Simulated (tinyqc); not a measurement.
Band-to-band tunnelling in a uniform field: complex band structure along [001] in sp3s* tight binding.

For k = (0, 0, kz) the phase sums are g0 = cos(phi) and g3 = i sin(phi), phi = kz a/4, and the s, pz, s* orbitals of anion (a) and cation (c) decouple from px, py. With z = exp(i phi), H(z) = H0 + z T + T^T/z for any complex z. H0 is diagonal (Esa, Epa, Exa, Esc, Epc, Exc). The anion-cation block is B(z) = z U + W/z and the cation-anion block z W^T + U^T/z, where U has Vss/2 (s,s), Vsapc/2 (s,z), -Vscpa/2 (z,s), Vxx/2 (z,z), Vxapc/2 (s*,z), -Vpaxc/2 (z,s*), and W has the same values with the s-z and s*-z signs reversed. |z| = 1 is a band state, |z| < 1 decays along [001] as exp(-kappa d) over a distance d, kappa = -(4/a) ln|z|. No spin-orbit coupling.

Constants: hbar^2/2m0 = 3.80998211 eV angstrom^2.

Inputs chosen for the exercise (out of a larger set: near a published set for InAs, fitted to gaps, whose masses and valley positions are rough (light masses up to twice too heavy); not measured data): p = (-9.594, 0.913, -2.701, 3.742, 7.38, 6.784, -5.595, 1.822, 4.452, 3.021, 5.394, 3.364, 3.876) eV (order Esa, Epa, Esc, Epc, Exa, Exc, Vss, Vxx, Vxy, Vsapc, Vscpa, Vxapc, Vpaxc); a = 6.064 angstrom (lattice constant).

Ev = 0.02088 eV
EG (direct gap) = 0.40295 eV

masses of this model, from the curvature at Gamma (m0): m_lh 0.02751, m_e 0.02934

WKB at zero transverse momentum: T = exp(-2 I/(eF)), I = integral of kappa dE across the direct gap (8 Gauss-Legendre points in theta, E = EG sin^2 theta, 0 to pi/2); 1 MV/cm = 0.01 V/angstrom. The two-band form gives I = (pi/8) sqrt(m/c) EG^(3/2) with m = 2 m_lh m_e/(m_lh + m_e).

Tunnelling:

| F (MV/cm) | path EG/eF (angstrom) | exponent 2I/eF | T, tight binding | T, two-band |
|---|---|---|---|---|
| 0.50 | 80.6 | 3.467 | 0.0312 | 0.0312 |
| 0.75 | 53.7 | 2.311 | 0.0992 | 0.0990 |
| 1.00 | 40.3 | 1.733 | 0.177 | 0.177 |
| 1.50 | 26.9 | 1.156 | 0.315 | 0.315 |
| 2.00 | 20.1 | 0.867 | 0.420 | 0.420 |
| 3.00 | 13.4 | 0.578 | 0.561 | 0.561 |
| 4.00 | 10.1 | 0.433 | 0.648 | 0.648 |

I, tight binding = 0.008667 eV/angstrom
I, two-band = 0.008671 eV/angstrom

The two-band integral is +0.05 % from the tight-binding one, which makes the two-band T 0.9981 times the other at 0.5 MV/cm and 0.9998 times at 4 MV/cm. Doubling the field from 1 to 2 MV/cm halves the exponent and raises T by a factor 2.38. Where the exponent falls below about 2 the WKB form is only a guide.

Program tinyqc; command `OMP_NUM_THREADS=1 python tinyqc.py 1482684 1482685 out.jsonl`; about 0.01 s on one thread of a shared Intel(R) Xeon(R) Processor @ 2.30GHz.
